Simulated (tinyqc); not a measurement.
## Area and perimeter leakage from two diodes

Question. A square diode and a finger diode leak I = JA area + JP perimeter. Find JA, JP and the side of the square at which both parts are equal.

areas (um^2): 90000  54000
perimeters (um): 1200  11340
leakage currents (pA): 1.176  10.157400

Solution. Two linear equations give JA and JP; for a square of side a, JA a^2 = 4 JP a at a = 4 JP/JA.

JA = 1.200e-10 A/cm^2
JP = 8.900e-12 A/cm
side for equal parts = 2967 um

Numbers from tinyqc (`OMP_NUM_THREADS=1 python tinyqc.py 2290136 2290137 out.jsonl`; about 0.01 s on one thread of a shared Intel Xeon 2.30GHz).
